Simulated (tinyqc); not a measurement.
Strain-driven crossing of the Gamma and L valleys in a germanium-like crystal: one step. Band edges. Four cases, with inputs chosen for the exercise.

Question. Give the edges and the direct and indirect gaps from the top valence edge.

Edges from the unstrained valence top: Gamma at Eg + ac tr(e); an L valley with unit axis u at EgL + aL tr(e) + XuL (u.e.u - tr(e)/3), u along [111], [1-1-1], [-11-1], [-1-11]; valence edges are the levels of the 6 x 6 matrix of X, Y, Z times spin with -Dso/3 + l exx + m (eyy + ezz) on the diagonal (cyclic), n exy off it, l = av + 2 b, m = av - b, n = sqrt(3) d. Spin-orbit term (Dso/3) L.sigma on X, Y, Z with (L_k)_ij = -i epsilon_kij: <X+|H|Y+> = -i Dso/3, <X+|H|Z-> = Dso/3, <Y+|H|Z-> = -i Dso/3, <Z+|H|X-> = -Dso/3, <Z+|H|Y-> = i Dso/3, <X-|H|Y-> = i Dso/3, and their conjugates; + and - are the spin along z.

Give: Gamma edge; L edges; valence edges from the top; direct and indirect gap.

Case 1.

Values chosen (near those of Ge, gaps at low temperature; the results hold for these values, not for the real material): Eg = 0.901 eV (gap at Gamma to the s-like level); EgL = 0.743 eV (gap to L); Dso = 0.294 eV (spin-orbit splitting); ac = -8.39 eV (conduction deformation potential); av = 1.25 eV (valence hydrostatic potential); b = -2.57 eV (tetragonal shear potential); d = -5.25 eV (trigonal shear potential); aL = -1.62 eV (hydrostatic potential of the L edge, Xd + Xu/3); XuL = 17.04 eV (uniaxial potential, L).

strain tensor in the cubic axes, rows x, y, z and columns alike:
$$\begin{pmatrix}
0.02100000 & 0.00000000 & 0.00000000 \\
0.00000000 & -0.00565022 & 0.00000000 \\
0.00000000 & 0.00000000 & -0.00565022
\end{pmatrix}$$

Answer.

Gamma edge = 0.8196 eV

L edges (eV): [111] 0.7273, [1-1-1] 0.7273, [-11-1] 0.7273, [-1-11] 0.7273

valence edges from the top (eV): [0.0806, -0.0205, -0.3178]

direct and indirect gap (eV): [0.7390, 0.6467]

The gap is indirect: Gamma lies 92 meV above the lowest L valley. The top two valence edges are 101 meV apart.

Case 2.

Values chosen (near those of Ge, gaps at low temperature; the results hold for these values, not for the real material): Eg = 0.884 eV (gap at Gamma to the s-like level); EgL = 0.745 eV (gap to L); Dso = 0.288 eV (spin-orbit splitting); ac = -8.09 eV (conduction deformation potential); av = 1.23 eV (valence hydrostatic potential); b = -2.59 eV (tetragonal shear potential); d = -5.2 eV (trigonal shear potential); aL = -1.69 eV (hydrostatic potential of the L edge, Xd + Xu/3); XuL = 16.47 eV (uniaxial potential, L).

strain tensor in the cubic axes, rows x, y, z and columns alike:
$$\begin{pmatrix}
0.00660000 & 0.00000000 & 0.00000000 \\
0.00000000 & 0.00660000 & 0.00000000 \\
0.00000000 & 0.00000000 & -0.00497406
\end{pmatrix}$$

Answer.

Gamma edge = 0.8175 eV

L edges (eV): [111] 0.7311, [1-1-1] 0.7311, [-11-1] 0.7311, [-1-11] 0.7311

valence edges from the top (eV): [0.0456, -0.0199, -0.2834]

direct and indirect gap (eV): [0.7718, 0.6854]

The gap is indirect: Gamma lies 86 meV above the lowest L valley. The top two valence edges are 66 meV apart.

Case 3.

Values chosen (near those of Ge, gaps at low temperature; the results hold for these values, not for the real material): Eg = 0.915 eV (gap at Gamma to the s-like level); EgL = 0.73 eV (gap to L); Dso = 0.293 eV (spin-orbit splitting); ac = -8.19 eV (conduction deformation potential); av = 1.23 eV (valence hydrostatic potential); b = -2.55 eV (tetragonal shear potential); d = -5.24 eV (trigonal shear potential); aL = -1.69 eV (hydrostatic potential of the L edge, Xd + Xu/3); XuL = 15.71 eV (uniaxial potential, L).

strain tensor in the cubic axes, rows x, y, z and columns alike:
$$\begin{pmatrix}
0.01670000 & 0.00000000 & 0.00000000 \\
0.00000000 & -0.00463418 & 0.00000000 \\
0.00000000 & 0.00000000 & -0.00463418
\end{pmatrix}$$

Answer.

Gamma edge = 0.8541 eV

L edges (eV): [111] 0.7174, [1-1-1] 0.7174, [-11-1] 0.7174, [-1-11] 0.7174

valence edges from the top (eV): [0.0635, -0.0226, -0.3065]

direct and indirect gap (eV): [0.7906, 0.6539]

The gap is indirect: Gamma lies 137 meV above the lowest L valley. The top two valence edges are 86 meV apart.

Case 4.

Values chosen (near those of Ge, gaps at low temperature; the results hold for these values, not for the real material): Eg = 0.899 eV (gap at Gamma to the s-like level); EgL = 0.74 eV (gap to L); Dso = 0.291 eV (spin-orbit splitting); ac = -8.15 eV (conduction deformation potential); av = 1.26 eV (valence hydrostatic potential); b = -2.51 eV (tetragonal shear potential); d = -5.39 eV (trigonal shear potential); aL = -1.61 eV (hydrostatic potential of the L edge, Xd + Xu/3); XuL = 15.55 eV (uniaxial potential, L).

strain tensor in the cubic axes, rows x, y, z and columns alike:
$$\begin{pmatrix}
0.02930000 & 0.00000000 & 0.00000000 \\
0.00000000 & -0.00811565 & 0.00000000 \\
0.00000000 & 0.00000000 & -0.00811565
\end{pmatrix}$$

Answer.

Gamma edge = 0.7925 eV

L edges (eV): [111] 0.7190, [1-1-1] 0.7190, [-11-1] 0.7190, [-1-11] 0.7190

valence edges from the top (eV): [0.1104, -0.0106, -0.3414]

direct and indirect gap (eV): [0.6821, 0.6086]

The gap is indirect: Gamma lies 74 meV above the lowest L valley. The top two valence edges are 121 meV apart.

Computed by tinyqc, one run a case: `OMP_NUM_THREADS=1 python tinyqc.py N N+1 out.jsonl` with N = 1050394, 1051121, 1051254, 1051291; one thread of a shared Intel(R) Xeon(R) Processor @ 2.30GHz, about 0.01 s a run at most.
